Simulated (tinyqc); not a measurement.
What moves the results: deformation potentials from a strained empirical pseudopotential. A value that a table varies takes the place of the one given here.

Diamond lattice, no spin-orbit coupling. Atomic form factor V(q) = a1 (q^2 - a2)/(a3 exp(a4 q^2) - 1) in rydberg with q in 1/bohr, for the unstrained cell. Under a strain e the reciprocal vectors and k go over into (1 + e)^(-1) G, the atoms sit at +/- tau with tau = (1 + e) a (1,1,1)/8 - zeta a (eyz, ezx, exy)/4, and H(G,G') = c |k + G|^2 delta + (V(q)/det(1 + e)) cos(q.tau), q = G - G', with the term q = 0 left out; c = hbar^2/2m0. The basis is fixed before straining: all G with |k + G|^2 up to 16 (2 pi/a)^2. k is given in units of 2 pi/a of the unstrained cell.

Constants: hbar^2/2m0 = 3.80998211 eV angstrom^2; Ry = 13.60569312 eV; a0 (Bohr radius) = 0.5291772105 angstrom.

Values chosen for the exercise (near those of Si; shifted at random, so the results belong to these values and not to a real crystal): a = 5.434 angstrom (lattice constant); A = (0.532, 2.174, 2.057, 0.483) (a1 (Ry bohr^2), a2 (1/bohr^2), a3, a4 (bohr^2)); h = 0.005 (size of the test strain); kD = 0.82 2 pi/a (position of the Delta minimum); a1 = 0.532; a2 = 2.174; a3 = 2.057; a4 = 0.483.

## The internal displacement

Xu of L (level 5, the lowest empty one) and d from exy = eyz = ezx = h for several zeta: Xu = [E(L [111]) - E(L [1-1-1])]/((8/3) h), d = (single valence level - pair)/(3 sqrt(3) h). zeta = 0 strains the bonds with the lattice; zeta = 1 keeps all four bond lengths equal to first order.

Results:
```
zeta  Xu (L) (eV)  d (eV)
0.00        11.33    0.58
0.25        11.65   -1.72
0.50        12.00   -4.02
0.60        12.14   -4.94
0.75        12.36   -6.31
1.00        12.74   -8.61
```

From zeta = 0 to 1, d goes from 0.58 to -8.61 eV and Xu (L) from 11.33 to 12.74 eV, both nearly linearly: the displacement is an optical-phonon mode, and d = d(0) - zeta d0/4 gives its deformation potential d0 = 37 eV. Leaving the relaxation out (zeta = 0 for 0.5) moves d by +4.60 eV, which reverses its sign, and Xu (L) by -0.67 eV. Tetragonal strain has no such freedom.

## Size of the test strain

e = diag(-h/2, -h/2, h). Xu = [E(Delta z) - E(Delta x)]/(1.5 h) at fixed kD, b = [E(Z) - E(X, Y)]/(4.5 h); one-sided from +h alone, central from +h and -h.

Results (eV):
```
h       Xu one-sided  Xu central  b one-sided  b central
0.0010         8.049       8.054       -3.271     -3.267
0.0025         8.041       8.054       -3.277     -3.267
0.0050         8.029       8.055       -3.287     -3.267
0.0100         8.004       8.056       -3.307     -3.267
0.0200         7.957       8.060       -3.348     -3.268
0.0300         7.912       8.066       -3.390     -3.269
```

From h = 0.001 to 0.03 the one-sided Xu drifts by -0.137 eV and the central one by +0.012 eV; for b the drifts are -0.119 and -0.002 eV. The central difference cancels the term of second order in the strain, so its error goes as h^2. At h = 0.02 the linear law errs by 1.2 % for the valley splitting and 2.5 % for the valence splitting.

## What each parameter of the potential does

Gaps from the valence top to level 8 at Gamma and level 5 at (kD,0,0) and L, and their deformation potentials [E(+h) - E(-h)]/(3 ln((1 + h)/(1 - h))) for e = +/- h 1, h = 0.002. The row for the lattice constant keeps V(q) without the volume factor, so it is not a strain. Each row changes one parameter from the base and keeps the others.

Results:
```
case                Gamma (eV)  Delta (eV)  L (eV)  potential Gamma (eV)  potential Delta (eV)  potential L (eV)
base                     4.230       1.099   2.044                 -8.86                  2.61             -1.97
a = 5.488 angstrom       4.100       1.387   2.142                 -9.15                  2.29             -2.15
a1 = 0.527               4.187       1.031   1.994                 -8.78                  2.61             -1.95
a2 = 2.196               4.116       1.174   2.041                 -8.93                  2.55             -2.00
a3 = 2.078               4.181       1.005   1.979                 -8.77                  2.60             -1.96
a4 = 0.488               4.136       1.013   1.969                 -8.69                  2.68             -1.89
```

The largest shifts from the base row, up to three for each result and ties (the steps differ in size, so this ranks the rows, not the parameters). Gamma (eV): a -0.131, a2 -0.115, a4 -0.094. Delta (eV): a +0.288, a3 -0.094, a4 -0.086. L (eV): a +0.098, a4 -0.075, a3 -0.065. potential Gamma (eV): a -0.29, a4 +0.17, a3 +0.09. potential Delta (eV): a -0.31, a4 +0.08, a2 -0.05; unchanged at the printed digits by a1. potential L (eV): a -0.19, a4 +0.08, a2 -0.04.

(tinyqc, `OMP_NUM_THREADS=1 python tinyqc.py 1850870 1850871 out.jsonl`, Intel(R) Xeon(R) Processor @ 2.30GHz, 1 thread, shared host, about 0.2 s.)
